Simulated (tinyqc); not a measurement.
Wafer and channel orientation: ellipsoidal valleys in the axes of a wafer and a channel.

Valleys with axes a along [111], [1-1-1], [-11-1] and [-1-11], one whole valley each; inverse mass tensor w = 1/mt + (1/ml - 1/mt) a a. Device axes: z = nz/|nz|, x = nx/|nx|, y = z cross x; in them a = (ax, ay, az). Confinement mass mz = 1/w_zz. In the plane w_ij is replaced by u_ij = w_ij - w_iz w_jz/w_zz (i, j = x, y); density-of-states mass md = 1/sqrt(det u); conductivity mass along x mc = 1/u_xx; ballistic transport mass mx = u_yy/det u, width mass my = 1/u_yy.

Hard walls: E_n = c (n pi/t)^2/mz, c = hbar^2/2m0, n = 1, 2, 3. Non-degenerate share of a valley proportional to md sum_n exp(-E_n/kT); mean 1/mc = sum of share/mc. 1 nm = 10 angstrom.

Constants: hbar^2/2m0 = 3.80998211 eV angstrom^2; kB = 8.617333262e-05 eV/K.

Inputs chosen for the exercise (near those of the L valleys of Ge; not measured data):
- ml = 1.648 m0 (longitudinal mass)
- mt = 0.082 m0 (transverse mass)
- t = 2.6 nm (thickness of the film)
- T = 77 K (temperature)

For each face/channel: the lowest ladder (mz, number of valleys, md, E1, share) and the mean conductivity mass over all valleys.

Results:

| face/channel | mz | valleys | md | E1 (meV) | share | mean mc |
|---|---|---|---|---|---|---|
| (210)/[001] | 0.191 | 2 | 0.241 | 291.6 | 1.000 | 0.3116 |
| (001)/[110] | 0.120 | 4 | 0.304 | 463.5 | 1.000 | 0.1529 |
| (111)/[1-10] | 1.648 | 1 | 0.082 | 33.8 | 1.000 | 0.0820 |
| (110)/[1-10] | 0.224 | 2 | 0.223 | 248.6 | 1.000 | 0.0820 |
| (113)/[1-10] | 0.293 | 1 | 0.195 | 190.0 | 1.000 | 0.0820 |
| (100)/[011] | 0.120 | 4 | 0.304 | 463.5 | 1.000 | 0.1529 |
| (111)/[11-2] | 1.648 | 1 | 0.082 | 33.8 | 1.000 | 0.0820 |

The mean conductivity mass is lowest, 0.0820, for (111)/[1-10], (110)/[1-10], (113)/[1-10] and (111)/[11-2] and highest, 0.3116, for (210)/[001]; the bulk value is 0.1200. The confinement energy is lowest on the face with the heaviest mz ((111), 34 meV). The density of states of the lowest ladder, valleys times md, runs between 0.082 and 1.215; a small value limits the charge through the quantum capacitance. Rows with E1 above about 150 meV are beyond the parabolic range, and other valley families may lie lower.

tinyqc: `OMP_NUM_THREADS=1 python tinyqc.py 1880406 1880407 out.jsonl`; about 0.01 s, one thread, shared Intel(R) Xeon(R) Processor @ 2.30GHz.
